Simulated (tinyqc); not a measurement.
Inside a calculation. Model: one electron in a tunnel-coupled double dot: charge qubit, sensing and quantum capacitance.

tinyqc, about 0.01 s, one thread, Intel Xeon 2.30GHz (shared host): `OMP_NUM_THREADS=1 python tinyqc.py 2470132 2470133 out.jsonl` Printed values are rounded.

Basis (left, right), H = [[ep/2, tc], [tc, -ep/2]], splitting Om = sqrt(ep^2 + 4 tc^2), ep = al times the gate voltage. In equilibrium the electron is on the right with the chance P_R = [1 + (ep/Om) tanh(Om/2 kB T)]/2.

Parameters, values chosen for the exercise: tunnel coupling tc = 5.8 ueV; electron temperature T = 0.39 K; lever arm of the gate on the detuning al = 0.59 eV/V; parasitic capacitance of the resonator Cp = 0.36 pF; resonator frequency f0 = 491 MHz; loaded quality factor Q = 56; deviation of quasi-static detuning noise se = 1.3 ueV; detuning ep = -17.3 ueV.

Constants: q = 1.602176634e-19 C, kB = 1.380649e-23 J/K, hbar = 1.054571817e-34 J s, h = 6.62607015e-34 J s, Vt = kB T/q. Results are converted to the units shown.

## Splitting and occupation

Also the frequency Om/h, the mixing angle arctan2(2 tc, ep) and the weight of the right dot in the ground state, (1 + ep/Om)/2.

Om = 20.8291 ueV
Om/h = 5.03645 GHz
mixing angle = 146.157 degree
ground-state weight = 0.0847149
kB T = 33.6076 ueV
P_R = 0.375276

## Capacitance seen by a resonator

q^2 al^2 dP_R/d(ep) splits into Cq = q^2 al^2 (2 tc^2/Om^3) tanh(Om/2 kB T) and Ct = q^2 al^2 (ep/Om)^2/(4 kB T cosh^2(Om/2 kB T)); Ct appears only if relaxation is faster than the drive. A resonator of frequency f0, capacitance Cp and quality factor Q shifts by df = -f0 Cq/(2 Cp) and its phase by -2 Q Cq/Cp.

Cq = 124.708 aF
Ct = 260.385 aF
df = -85.0440 kHz
phase shift = -2222.97 millidegree

## Dephasing by charge noise

Noise in ep shifts Om by (ep/Om) d + (2 tc^2/Om^3) d^2. For Gaussian d of deviation se the spread of Om is sqrt[(ep se/Om)^2 + 2 (2 tc^2 se^2/Om^3)^2], and T2* is estimated as sqrt(2) hbar/spread; Om T2*/h counts the oscillations within T2*.

first-order spread = 1.07974 ueV
second-order spread = 0.0177942 ueV
T2* = 0.861990 ns
oscillations within T2* = 4.34137

At ep = 0 the first-order term vanishes and T2* would be 9.04 ns.
